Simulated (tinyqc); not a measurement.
Changing the coupling lambda_1: critical temperature from a phonon spectrum: McMillan, Allen-Dynes and the linearised Eliashberg equation. Computed by tinyqc, a small Python program. Command: `OMP_NUM_THREADS=1 python tinyqc.py 3021728 3021729 out.jsonl eliashberg sweep`. One thread of a shared host (Intel(R) Xeon(R) Processor @ 2.30GHz), about 0.06 s of CPU time with the checks.

alpha^2 F(omega) = sum_i (lambda_i omega_i/2) delta(omega - omega_i), so that lambda = 2 int alpha^2 F/omega d omega = sum_i lambda_i.

Inputs (values chosen for the exercise, for a model metal):

| quantity | value | unit |
|---|---|---|
| peak energy omega_1 | 35 | meV |
| peak energy omega_2 | 95.6 | meV |
| coupling lambda_2 | 0.139 | - |
| Coulomb pseudopotential mu* | 0.12 | - |

Peaks in alpha^2 F: two.

Constants: k_B = 8.617333262e-05 eV/K.

Method:
- omega_log = exp(sum lambda_i ln omega_i / lambda); omega_rms = sqrt(sum lambda_i omega_i^2 / lambda).
- McMillan form: k_B T_c = (omega_log/1.2) exp[-1.04 (1 + lambda)/(lambda - mu* (1 + 0.62 lambda))]. Allen-Dynes multiplies it by f1 f2: f1 = [1 + (lambda/L1)^(3/2)]^(1/3), L1 = 2.46 (1 + 3.8 mu*); f2 = 1 + (omega_rms/omega_log - 1) lambda^2/(lambda^2 + L2^2), L2 = 1.82 (1 + 6.3 mu*) omega_rms/omega_log.
- Linearised Eliashberg equation at omega_n = (2n + 1) pi k_B T, n = 0..N-1: lambda(j) = sum_i lambda_i omega_i^2/(omega_i^2 + (2 pi j k_B T)^2); K_mn = lambda(m - n) + lambda(m + n + 1) - 2 mu*(N) - delta_mn [2m + 1 + lambda(0) + 2 sum_(j=1..m) lambda(j)], with 1/mu*(N) = 1/mu* + ln(omega_rms/omega_N), omega_N = (2N + 1) pi k_B T. T_c is where the largest eigenvalue rho of K is zero.
- N is the smallest integer at or above 8 omega_max/(2 pi k_B T_AD), omega_max the highest peak and T_AD the Allen-Dynes value.

One run for each value:

| coupling lambda_1 | T_c, Eliashberg (K) | omega_log (meV) | T_c, Allen-Dynes (K) | T_c, McMillan form (K) | lambda |
|---|---|---|---|---|---|
| 0.462 | 8.61 | 44.16 | 9.66 | 9.40 | 0.601 |
| 0.622 | 16.86 | 42.05 | 18.42 | 17.71 | 0.761 |
| 0.837 | 28.07 | 40.38 | 29.99 | 28.34 | 0.976 |
| 1.130 | 41.56 | 39.07 | 43.73 | 40.32 | 1.269 |
| 1.520 | 56.21 | 38.07 | 58.58 | 52.20 | 1.659 |
| 2.040 | 71.82 | 37.32 | 74.12 | 63.15 | 2.179 |

Over the rows, T_c, Eliashberg (K) rises from 8.61 to 71.8 (exponent d ln y / d ln x 2.3 between the first rows and 0.83 between the last); omega_log (meV) falls from 44.2 to 37.3 (exponent d ln y / d ln x -0.16 between the first rows and -0.068 between the last); T_c, Allen-Dynes (K) rises from 9.66 to 74.1 (exponent d ln y / d ln x 2.2 between the first rows and 0.80 between the last). McMillan/Eliashberg goes from 1.09 to 0.88. More weight on the lowest peak also pulls omega_log down, which takes back part of the gain. Left out: 0.255, 0.343 (T_c is too low for a matrix of this size).

Caution (rows 1.52, 2.04): for lambda above about 1.5 the plain McMillan form saturates and falls short. Caution (rows 1.52, 2.04): a phonon-mediated T_c this high is known only in hydrides under high pressure.

Extremes, crossings and ranges named in words are read from the listed rows.
